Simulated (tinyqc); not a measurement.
MESFET, gradual channel with velocity saturation: one step of the calculation.

A uniformly doped n-type channel, depleted from the top by a Schottky gate; at channel potential V the depleted share of a is u = sqrt((Vbi - Vg + V)/Vp), s at the source. Electrons drift with v = mu E/(1 + mu E/vsat). Abrupt depletion edge, no series resistance, source at 0.

Task. The saturation point by Newton steps. a is the channel (half-)thickness, Vp its pinch-off voltage and Z = mu Vp/(vsat L); an iterate with u > 1 is an overshoot, not a physical state. f = (1 - u)(1 + Z (u^2 - s^2)) - Z F/3, F = 3 (u^2 - s^2) - 2 (u^3 - s^3); f' = -(1 + Z (u^2 - s^2)); u(new) = u - f/f'.

u at the start = 0.88
Z = 1.8065518
s = 0.75435105

Give: f; f'; u after iteration 1.

Result.

f = 0.09729
f' = -1.371
u after iteration 1 = 0.9510

Numbers from tinyqc (`OMP_NUM_THREADS=1 python tinyqc.py 2500061 2500062 out.jsonl`; about 0.04 s on one thread of a shared Intel Xeon 2.30GHz).
